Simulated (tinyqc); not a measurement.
# MOSFET in saturation, small-signal circuit and noise: integrated noise against bandwidth

Bias by the inversion coefficient IC = I/Ispec (charge-based model with velocity saturation; weak inversion below 0.1, strong above 10). Common-source circuit: gm, gds, Cgs, Cgd and Cj at the inner nodes, Rg in series with the gate; quasi-static, no source or drain resistance, no gate-body capacitance, no substrate network, no induced gate noise, so fmax is an upper estimate.

Ispec = 2 n mu Cox (W/L) Vt^2, lc = Ls/L, gms = [sqrt((lc IC + 1)^2 + 4 IC) - 1]/[2 + lc (lc IC + 1)], gm = gms Ispec/(n Vt), gds = sg gm. qs = [sqrt(1 + 4 IC) - 1]/2, Cgs = Cox W L qs (2 qs + 3)/(3 (qs + 1)^2) + Cov W, Cgd = Cov W, Cd = Cj W, Rg = Rsh (Wf/L)/(12 Nf) + Rc/W with Nf = W/Wf fingers (not rounded) contacted at both ends. Channel noise Sid = 4 kB T gam n gm with gam = (1/2 + (2/3) qs)/(1 + qs) + gw lc IC, qs = [sqrt(1 + 4 IC) - 1]/2, lc = Ls/L (the last term an empirical rise with velocity saturation); at the gate, white noise Sw = Sid/gm^2 + 4 kB T Rg. Number fluctuation with correlated mobility: S(f) = K/f, K = q^2 Vt lt Nt/(W L Cox^2) (1 + ac mu Cox I/gm)^2, Vt in eV with Nt per eV. Corner fc = K/Sw. Mean square from f1 = 1 Hz to B: Sw (B - f1) + K ln(B/f1).

Parameters, values chosen for the exercise:
- T = 300 K (temperature)
- L = 28 nm (gate length)
- W = 5 um (total gate width)
- Cox = 1.68 uF/cm^2 (gate capacitance)
- mu = 360 cm^2/(V s) (mobility)
- n = 1.29 (slope factor)
- Ls = 10 nm (velocity-saturation length)
- Rsh = 8 ohm (sheet resistance of the gate)
- Wf = 2 um (finger width)
- Rc = 300 ohm um (gate contact and vertical resistance)
- IC = 20 (inversion coefficient)
- gw = 0.08 (short-channel excess of the noise factor)
- Nt = 1.3e17 cm^-3 eV^-1 (oxide trap density)
- lt = 0.1 nm (tunnelling length into the oxide)
- ac = 3000 V s/C (Coulomb scattering coefficient)

Constants: q = 1.602176634e-19 C, kB = 1.380649e-23 J/K, Vt = kB T/q. Results are converted to the units shown.

Integrated noise against bandwidth:

| B (Hz) | spot noise at B (nV/Hz^0.5) | white part (uV rms) | 1/f part (uV rms) | total (uV rms) |
|---|---|---|---|---|
| 1000 | 717.4 | 0.05784 | 59.62 | 59.62 |
| 10000 | 226.9 | 0.1830 | 68.85 | 68.85 |
| 1e5 | 71.76 | 0.5787 | 76.97 | 76.98 |
| 1e6 | 22.76 | 1.830 | 84.32 | 84.34 |
| 1e7 | 7.404 | 5.787 | 91.08 | 91.26 |
| 1e8 | 2.915 | 18.30 | 97.37 | 99.07 |
| 1e9 | 1.966 | 57.87 | 103.3 | 118.4 |

The 1/f part adds the same power, K ln 10, in each decade and grows only from 59.6 to 103 uV; the white part grows as sqrt(B). The corner of the spot noise is fc = 1.54e8 Hz.

tinyqc, about 0.01 s, one thread, Intel Xeon 2.30GHz (shared host): `OMP_NUM_THREADS=1 python tinyqc.py 2150138 2150139 out.jsonl`
